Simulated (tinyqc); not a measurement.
# Tunnelling through a two-layer gate stack, WKB transmission and Tsu-Esaki current: effects of single changes

Electrons leave the emitter at x = 0. Energies E (motion across the layers) are in eV from the emitter Fermi level; the collector Fermi level lies at -V and offers states at every E. No charge in the dielectric and no image force: F1 = V/(t1 + t2 eps1/eps2), F2 = F1 eps1/eps2; U = phi1 - F1 x in layer 1 and phi2 - F1 t1 - F2 (x - t1) in layer 2. With C = hbar^2/(2 m0), kappa = sqrt(m (U - E)/C) where U > E and 0 elsewhere; T(E) = exp(-S), S = 2 times the integral of kappa over x.

Values chosen for this exercise; layer 1 close to silicon dioxide, layer 2 close to aluminium oxide: temperature T = 77 K; Fermi energy of the emitter above its band bottom Ef = 0.39 eV; emitter mass in the supply function me = 1 m0; barrier of layer 1 above the emitter Fermi level at zero bias phi1 = 3.19 eV; tunnelling mass of layer 1 m1 = 0.5 m0; thickness of layer 1 t1 = 0.4 nm; relative permittivity of layer 1 eps1 = 3.72; barrier of layer 2 at zero bias phi2 = 2.64 eV; tunnelling mass of layer 2 m2 = 0.39 m0; thickness of layer 2 t2 = 2.6 nm; relative permittivity of layer 2 eps2 = 9.28; voltage across the dielectric V = 1.3 V.

Constants: q = 1.602176634e-19 C, kB = 1.380649e-23 J/K, hbar = 1.054571817e-34 J s, m0 = 9.1093837015e-31 kg, Vt = kB T/q, hbar^2/(2 m0) = 0.0380998212 eV nm^2. Results are converted to the units shown.

Each table varies one quantity; the others keep the values above.

## Current against voltage

Each layer adds (2/F) sqrt(m/C) [G(u at its left edge) - G(u at its right edge)] to S, with u = U - E (0 where negative) and G(u) = (2/3) u^1.5. J = J0 times the integral of T(E) N(E) dE, N = ln[(1 + exp(-E/Vt))/(1 + exp((-E - V)/Vt))], J0 = q^2 me m0 kB T/(2 pi^2 hbar^3) (times 1e-4 for A/cm^2 per eV), from E = -Ef to far above the barrier (T = 1 there), by quadrature converged to the digits shown.

Current against voltage:
```
V (V)	S at E = 0	T(E = 0)	J (A/cm^2)	mean E of the current (eV)
0.2	31.52	2.042e-14	5.436e-6	-0.1863
0.49	30.49	5.712e-14	1.706e-5	-0.2027
0.77	29.46	1.612e-13	4.608e-5	-0.2006
1.06	28.33	4.984e-13	1.353e-4	-0.1981
1.35	27.13	1.645e-12	4.203e-4	-0.1953
1.64	25.86	5.889e-12	0.001399	-0.1918
1.92	24.53	2.229e-11	0.004856	-0.1876
2.21	23.00	1.022e-10	0.01976	-0.1819
2.5	21.24	5.988e-10	0.09589	-0.1733
```

What does the comparison show?

J rises from 5.44e-6 to 0.0959 A/cm^2, by 1.71 decades a volt between the first two rows and 2.37 between the last two. In every row the band edge stays above E = 0, so all is direct tunnelling at the Fermi level. In 4 of the 9 rows the field exceeds 10 MV/cm (up to 17.3), more than most dielectrics sustain; the model ignores breakdown. In every row a layer is thinner than 0.8 nm, a few atomic planes, where an effective mass is a rough description.

## Effect of the thickness t1 at fixed voltage

Same model as above.

Effect of the thickness t1 at fixed voltage:
```
t1 (nm)	S at E = 0	T(E = 0)	J (A/cm^2)	mean E of the current (eV)
0.3	26.32	3.720e-12	0.001011	-0.1983
0.39	27.24	1.477e-12	3.835e-4	-0.1961
0.47	28.07	6.431e-13	1.605e-4	-0.1941
0.56	29.02	2.499e-13	5.969e-5	-0.1919
0.64	29.87	1.071e-13	2.461e-5	-0.1899
0.73	30.83	4.095e-14	9.027e-6	-0.1878
0.81	31.69	1.733e-14	3.682e-6	-0.1859
0.9	32.66	6.548e-15	1.336e-6	-0.1838
```

J falls from 0.00101 to 1.34e-6 A/cm^2: 4.68 decades a nanometre between the first two rows and 4.89 between the last two. The exponent S alone gives dS/dt/ln 10 = 4.46 and 4.70. In 6 of the 8 rows a layer is thinner than 0.8 nm, a few atomic planes, where an effective mass is a rough description.

## Effect of the barrier height

Same model as above.

Effect of the barrier height:
```
phi1 (eV)	S at E = 0	T(E = 0)	J (A/cm^2)	mean E of the current (eV)
1.6	25.77	6.442e-12	0.001555	-0.1925
1.9	26.12	4.549e-12	0.001119	-0.1934
2.2	26.43	3.308e-12	8.264e-4	-0.1942
2.5	26.73	2.461e-12	6.225e-4	-0.1948
2.8	27.01	1.866e-12	4.768e-4	-0.1953
3.1	27.27	1.437e-12	3.703e-4	-0.1957
3.4	27.52	1.121e-12	2.910e-4	-0.1961
3.7	27.75	8.843e-13	2.312e-4	-0.1964
```

J falls from 0.00155 to 2.31e-4 A/cm^2, on average 0.394 decades for each eV, while S rises from 25.8 to 27.8. In every row a layer is thinner than 0.8 nm, a few atomic planes, where an effective mass is a rough description.

tinyqc, about 0.03 s, one thread, Intel Xeon 2.30GHz (shared host): `OMP_NUM_THREADS=1 python tinyqc.py 2540054 2540055 out.jsonl`
